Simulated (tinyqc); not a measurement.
How the errors depend on the field: Haynes-Shockley experiment: drift, diffusion and decay of a minority-carrier pulse. Computed by tinyqc, a small Python program. Command: `OMP_NUM_THREADS=1 python tinyqc.py 3111970 3111971 out.jsonl haynes walk`. One thread of a shared host (Intel(R) Xeon(R) Processor @ 2.30GHz), about 0.01 s of CPU time with the checks.

A thin sheet of excess carriers is made at x = 0, t = 0 in a long uniform bar; injection is low, so the pulse moves with the minority mobility.

Inputs (values chosen for the exercise, modelled on holes in n-type germanium in a lightly doped bar): minority mobility mu = 2130 cm^2/(V s); lifetime tau = 170 microsecond; temperature T = 300 K; field F = 35 V/cm; distance d to the collector = 0.86 cm; injected sheet density N0 = 1e+09 1/cm^2.

Constants: k_B = 8.617333262e-05 eV/K.

Method:
- D = mu k_B T/e, v = mu F.
- Transit time d/v, diffusion length sqrt(D tau), drift length v tau, Peclet number v d/D = e F d/(k_B T).
- dn(x, t) = N0/sqrt(4 pi D t) exp(-(x - v t)^2/(4 D t) - t/tau).
- At fixed x the signal peaks where d ln(dn)/dt = 0: a t^2 + t/2 - x^2/(4 D) = 0 with a = v^2/(4 D) + 1/tau.
- The full width at half maximum is found by solving dn(x, t) = peak/2 on both sides of the peak.
- With w that width: mu = d/(F t_p); D = (w d)^2/(16 ln2 t_p^3). The field is scaled by the factors listed.

D = 55.0648 cm^2/s

Errors of the simple reading:
```
factor  F (V/cm)   v d/D  v^2 tau/(4 D)  error of mu (%)  error of D (%)
0.5         17.5   582.2     1.0724e+03          0.21854         0.29118
0.7         24.5   815.0     2.1019e+03          0.14656         0.20794
1.0         35.0  1164.3     4.2895e+03          0.09758         0.14552
1.5         52.5  1746.5     9.6515e+03          0.06245         0.09699
2.5         87.5  2910.8     2.6810e+04          0.03623         0.05819
4.0        140.0  4657.3     6.8633e+04          0.02220         0.03636
7.0        245.0  8150.2     2.1019e+05          0.01251         0.02078
```

What does the comparison show, and why?

The error of mu falls from 0.219 to 0.0125 %. For large v d/D it is about D/(v d) + 2 D/(v^2 tau), here 0.0125 % in the last row: one part from spreading, one from recombination.

Extremes, crossings and ranges named in words are read from the listed rows.
